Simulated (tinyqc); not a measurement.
From one set of inputs to another, one input at a time: current of a Schottky diode by thermionic-emission-diffusion theory, and its read-back from I-V-T and C-V data. Computed by tinyqc, a small Python program. Command: `OMP_NUM_THREADS=1 python tinyqc.py 3018257 3018258 out.jsonl schottky ladder`. One thread of a shared host (Intel(R) Xeon(R) Processor @ 2.30GHz), about 0.01 s of CPU time with the checks.

Full ionisation, no tunnelling, no recombination current. V is the voltage across the junction itself, forward positive.

The inputs printed are set A. Set A is modelled on n-type 4H-SiC; the values taken over come from a set modelled on n-type amorphous oxide. Inputs not listed in the table keep their values of set A, so the rows need not describe a real material.

Inputs (values chosen for the exercise, modelled on n-type 4H-SiC):

| quantity | value | unit |
|---|---|---|
| Richardson constant A* | 146 | A/(cm^2 K^2) |
| effective density of states at 300 K, N_c | 1.7e+19 | 1/cm^3 |
| permittivity eps | 9.7 | - |
| mobility mu | 600 | cm^2/(V s) |
| barrier without image force phi_0 (mean) | 1.32 | eV |
| doping N | 1.7e+16 | 1/cm^3 |
| series resistance R_s | 0.071 | milliohm cm^2 |
| junction voltage V | 0.49 | V |
| temperature T | 300 | K |
| standard deviation sigma | 46 | meV |
| relative change of sigma^2 with bias, rho | 0.53 | 1/V |

Barrier: Gaussian spread of heights.

Constants: k_B = 8.617333262e-05 eV/K; e = 1.602176634e-19 C; eps_0 = 8.8541878128e-12 F/m.

Method:
- N_c(T) = N_c (T/300 K)^(3/2); V_bi = phi_0 - (k_B T/e) ln(N_c(T)/N); surface field F = sqrt(2 e N (V_bi - V - k_B T/e)/(eps eps_0)); image lowering d_phi = sqrt(e F/(4 pi eps eps_0)); effective barrier phi = phi_0 - d_phi - sigma^2 (1 - rho V)/(2 k_B T).
- Collection velocity v_R = A* T^2/(e N_c(T)); diffusion velocity v_D = mu F; J = e N_c(T) v_R/(1 + v_R/v_D) exp(-phi/k_B T) [exp(e V/k_B T) - 1].
- Terminal voltage V + J R_s.
- Ideality n = (e/k_B T)/(d ln J/dV) by a central difference of +/- 1 mV; J_0 = J exp(-e V/(n k_B T)); apparent barrier phi_IV = k_B T ln(A* T^2/J_0); a C-V plot gives phi_CV = phi_0, the mean without lowering.

Each row keeps all changes above it:

| input moved | from | to | current density J (A/cm^2) | ideality factor n | image lowering (meV) |
|---|---|---|---|---|---|
| set A | - | - | 1.3987e-06 | 1.0376 | 30.579 |
| doping N (1/cm^3) | 1.7e+16 | 6.2e+15 | 9.8686e-07 | 1.0366 | 23.512 |
| standard deviation sigma (meV) | 46 | 44 | 8.9322e-07 | 1.0346 | 23.512 |
| Richardson constant A* (A/(cm^2 K^2)) | 146 | 38.9 | 2.7363e-07 | 1.0318 | 23.512 |
| junction voltage V (V) | 0.49 | 0.21 | 7.4208e-12 | 1.0284 | 25.876 |
| mobility mu (cm^2/(V s)) | 600 | 12 | 2.3033e-12 | 1.0387 | 25.876 |
| barrier without image force phi_0 (mean) (eV) | 1.32 | 0.858 | 8.5101e-05 | 1.0598 | 21.479 |
| permittivity eps | 9.7 | 10 | 8.2537e-05 | 1.0595 | 20.993 |

Current density J goes from 1.40e-6 to 8.25e-5, a factor 59.0 in all. The largest single move comes from barrier without image force phi_0 (mean) (a factor 3.69e7), and junction voltage V works against it (a factor 2.71e-5). Ideality factor n goes from 1.04 to 1.06, a factor 1.021 in all. The largest single move comes from barrier without image force phi_0 (mean) (a factor 1.020), and junction voltage V works against it (a factor 0.9967). Image lowering goes from 30.6 to 21.0, a factor 0.687 in all. The largest single move comes from doping N (a factor 0.769), and junction voltage V works against it (a factor 1.10). The single moves hold for this order of the switches; the total does not depend on the order.

Extremes, crossings and ranges named in words are read from the listed rows.
